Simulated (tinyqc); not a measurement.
From results back to parameters: free-carrier optics of a doped semiconductor (Drude model with one polar phonon). Two cases, with inputs chosen for the exercise.

Problem. The upper coupled mode solves E^4 - (wL^2 + Ep^2) E^2 + Ep^2 wT^2 = 0 with wL = wT sqrt(es/ei); N is hidden.

eps(E) = ei [1 - Ep^2/(E^2 + i E Gam)] + (es - ei) wT^2/(wT^2 - E^2 - i E gT), with Ep^2 = 8 pi c (e^2/(4 pi eps0)) N/(m ei), c = hbar^2/2m0, N in 1/angstrom^3 (1e-24 per 1/cm^3); Gam = hbar/tau, tau = mu m m0/e with m0/e = 5.685630e-12 kg/C and mu in m^2/(V s). Energies in meV.

Constants: hbar^2/2m0 = 3.80998211 eV angstrom^2; e^2/(4 pi eps0) = 14.39964547 eV angstrom.

Find: Ep; N; L-.

Method. Ep^2 = L+^2 (L+^2 - wL^2)/(L+^2 - wT^2); the product of the roots gives L- = Ep wT/L+.

Case 1.

Values chosen (mass and dielectric values near those of GaP; N and mu are free inputs; interband absorption and the rise of the mass with filling are left out; not measured data): m = 0.382 m0 (conductivity mass); ei = 9.07 (high-frequency dielectric constant); wT = 46.1 meV (TO phonon); es = 10.87 (static dielectric constant).

L+ = 194.5648 meV

Solution.

Ep = 193.41 meV
N = 9.40e+19 1/cm^3
L- = 45.83 meV

Case 2.

Values chosen (mass and dielectric values near those of SiC; N and mu are free inputs; interband absorption and the rise of the mass with filling are left out; not measured data): m = 0.377 m0 (conductivity mass); ei = 6.31 (high-frequency dielectric constant); wT = 100.7 meV (TO phonon); es = 9.6 (static dielectric constant).

L+ = 127.9718 meV

Solution.

Ep = 49.92 meV
N = 4.30e+18 1/cm^3
L- = 39.28 meV

Computed by tinyqc, one run a case: `OMP_NUM_THREADS=1 python tinyqc.py N N+1 out.jsonl` with N = 1650821, 1650881; one thread of a shared Intel(R) Xeon(R) Processor @ 2.30GHz, about 0.01 s a run at most.
